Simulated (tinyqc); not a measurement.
Thermodynamics of metal silicides: hull, first phase, silicon consumed, nucleation and stability against SiO2: one step, computed by the program tinyqc.

Entropies of formation of the solids are neglected, so heats stand for free energies. Si fractions: M5Si3 0.3750, MSi 0.5000, MSi2 0.6667.

Task: Nucleation of MSi2 from MSi and Si. Where free silicon remains, MSi + Si -> MSi2 gains dH = 3 H(MSi2) - 2 H(MSi) per mole of M; per volume dG = |dH|/V(MSi2); r* = 2 gamma/dG, W* = 16 pi gamma^3/(3 dG^2). For comparison the same with MSi forming from the elements, 2 |H(MSi)|/V(MSi).

Inputs (values chosen for the exercise, of the order of those of titanium silicides for heats and volumes only):
```
quantity,value,unit
heat of formation of MSi,-64.8,kJ/mol atoms
heat of formation of MSi2,-46.5,kJ/mol atoms
change of interface energy gamma,0.34,J/m^2
temperature T,725,K
```

Phases: M5Si3, MSi, MSi2.

volumes of the three phases per mole of M (cm^3/mol): [14.9, 17.8, 25.7]

Constants: e = 1.602176634e-19 C; k_B = 8.617333262e-05 eV/K.

Give: dH of the reaction; driving force; critical radius; barrier W*; W*/(k_B T); barrier for MSi from the elements.

Result:

dH of the reaction = -9.9 kJ/mol M

driving force = 0.3852 kJ/cm^3

critical radius = 1.765 nm

barrier W* = 27.70 eV

W*/(k_B T) = 443.4

barrier for MSi from the elements = 0.07754 eV

The barrier is 360 times that of MSi from the elements, since little energy is left to gain: homogeneous nucleation is out of reach, and only sites that cut the interface energy (grain boundaries, triple junctions) can start it.
